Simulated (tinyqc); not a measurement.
Frequency dispersion of an accumulation capacitance by border traps, distributed model: one step of the calculation.

Traps spread evenly through the insulator exchange electrons with the semiconductor by tunnelling, with tau(x) = t0 exp(2 ka x) at depth x from the interface. The admittance per area Y seen at depth x obeys dY/dx = -Y^2/(i w eps0 eox) + q Nb ln(1 + i w tau)/tau, with Y(0) = i w Cs and w = 2 pi f; the gate sees Y(tox) = G + i w C. Working variable y = Y/(i w), in uF/cm^2. Cox = eps0 eox/tox.

Task. Capacitance and conductance at the gate. Beyond xe the traps are ignored, so 1/y(tox) = 1/y(xe) + (tox - xe)/(eps0 eox); C = Re y, G/w = -Im y, loss tangent G/(w C).

Values chosen for this exercise; permittivity close to that of silicon dioxide: relative permittivity of the insulator eox = 3.98; insulator thickness tox = 5.7 nm; depth down to which the steps are taken xe = 1.3 nm.

Constants: eps0 = 8.8541878128e-14 F/cm where lengths are in cm. Results are converted to the units shown.

y at xe = 1.4647435-0.0120236i uF/cm^2

Give: y at the gate; C; G/w; loss tangent.

Result.

y at the gate = 0.51779-0.00150i uF/cm^2
C = 0.51779 uF/cm^2
G/w = 0.0015024 uF/cm^2
loss tangent = 0.0029016

Computed by the program tinyqc: `OMP_NUM_THREADS=1 python tinyqc.py 2202016 2202017 out.jsonl`, one thread of a shared Intel Xeon 2.30GHz, about 0.4 s for the whole run.
